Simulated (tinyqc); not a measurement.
# Changing the crack length L

Model: wafer bonding and layer transfer: bond energy, gap closing, particles, bonding of dissimilar wafers and hydrogen blisters. Computed by tinyqc, a small Python program. Command: `OMP_NUM_THREADS=1 python tinyqc.py 3023259 3023260 out.jsonl bond sweep`. One thread of a shared host (Intel(R) Xeon(R) Processor @ 2.30GHz), about 0.01 s of CPU time with the checks.

gamma is the energy per area of each of the two surfaces; plates are isotropic.

Inputs (values chosen for the exercise, with wafer 1 close to silicon):
```
quantity                    value        unit
Young's modulus E1            132         GPa
Young's modulus E2            108         GPa
Poisson ratio nu             0.28           -
thickness t1                  775  micrometre
thickness t2                  200  micrometre
blade thickness t_b            80  micrometre
particle radius h            0.24  micrometre
radius of a shallow gap R   0.067          mm
half height of the gap h_g    1.3          nm
```

Pair: two different wafers.

Method:
- Two cantilevers opened by t_b: gamma = 3 t_b^2 E1 t1^3 E2 t2^3/(16 L^4 (E1 t1^3 + E2 t2^3)).
- E' = E1/(1 - nu^2), equal wafers of thickness t1 assumed. A gap of radius R closes if h_g < h_c: h_c = R^2/sqrt((2/3) E' t1^3/gamma) for R > 2 t1 (plate bending), h_c = 3.6 sqrt(R gamma/E') for R < 2 t1 (local deformation).
- E' = E1/(1 - nu^2), equal wafers assumed. Void radius in the plate regime: R_v = [(2/3) E' t1^3/gamma]^(1/4) h^(1/2). Below h_crit = 5 sqrt(t1 gamma/E') the wafers deform locally and R_v is of the order of h (taken as h).

One run for each value:
```
crack length L (mm)  bond energy gamma (J/m^2)  void radius (micrometre)  closable height h_c (nm)
6.3                                    0.64904                2.4000e-01                    62.728
7.3                                    0.36003                1.6330e+03                    46.719
8.5                                    0.19586                1.9014e+03                    34.459
9.9                                    0.10644                2.2146e+03                    25.402
12.0                                   0.04931                2.6844e+03                    17.289
13.0                                   0.03580                2.9081e+03                    14.732
16.0                                   0.01560                3.5791e+03                     9.725
```

Over the rows, bond energy gamma (J/m^2) falls from 0.649 to 0.0156 (exponent d ln y / d ln x about -4.0 throughout); void radius (micrometre) rises from 0.240 to 3580 (exponent d ln y / d ln x 60 between the first rows and 1.0 between the last); closable height h_c (nm) falls from 62.7 to 9.73 (exponent d ln y / d ln x about -2.0 throughout). The exponent of bond energy gamma stays at -4: beam compliance goes as L^3.  Left out: 18.0 (bond energy out of the physical range).

Caution (rows 6.30, 7.30, 8.50, 9.90): the crack is short against the thickness, so root rotation and shear add to the beam formula.
